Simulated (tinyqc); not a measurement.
Cabrera-Mott growth of a thin oxide under its own electric field. Changing the time t. Computed by tinyqc, a small Python program. Command: `OMP_NUM_THREADS=1 python tinyqc.py 3026290 3026291 out.jsonl cabrera sweep`. One thread of a shared host (Intel(R) Xeon(R) Processor @ 2.30GHz), about 0.02 s of CPU time with the checks.

Electrons cross the film freely and set a fixed potential V across it; the field V/x lowers the barrier for ions entering the oxide.

Inputs (values chosen for the exercise, for a model metal):
```
quantity                     value        unit
barrier W                     1.22          eV
Mott potential V               1.1           V
ion charge number z              2           -
half jump distance b           1.9    angstrom
prefactor u0 = N Omega nu  1.5e+12  angstrom/s
temperature T                  250           K
starting thickness x0          4.9    angstrom
```

Backward hops: ignored.

Constants: k_B = 8.617333262e-05 eV/K.

Method. u = u0 exp(-W/(k_B T)), X1 = z b V/(k_B T) with V in volts and k_B T in eV; dx/dt = u exp(X1/x). t(x) = int_(x0)^x dx / (dx/dt) by Gauss-Legendre quadrature (80 points on each side of (x0 + 2 x)/3), solved for x.

One run for each value:
```
time t (s)  thickness x (angstrom)  rate at time t (angstrom/s)  field at time t (MV/cm)
1.00e+00                      7.14                    2.451e-01                    15.41
1.00e+01                      7.75                    2.872e-02                    14.20
1.00e+02                      8.47                    3.409e-03                    12.99
1.00e+03                      9.33                    4.107e-04                    11.79
1.00e+04                     10.38                    5.036e-05                    10.60
1.00e+05                     11.67                    6.304e-06                     9.42
1.00e+06                     13.32                    8.094e-07                     8.26
1.00e+07                     15.47                    1.072e-07                     7.11
1.00e+08                     18.37                    1.478e-08                     5.99
```

Describe and explain the trends.

Over the rows, thickness x (angstrom) rises from 7.14 to 18.4 (exponent d ln y / d ln x 0.036 between the first rows and 0.075 between the last); rate at time t (angstrom/s) falls from 0.245 to 1.48e-8 (exponent d ln y / d ln x -0.93 between the first rows and -0.86 between the last); field at time t (MV/cm) falls from 15.4 to 5.99 (exponent d ln y / d ln x -0.036 between the first rows and -0.075 between the last). At the low end the exponent of rate at time t is -0.93, close to -1: inverse-logarithmic growth: the rate falls nearly as 1/t.

Caution (all rows): the starting field or rate is formal: the first layers form as fast as oxygen arrives.
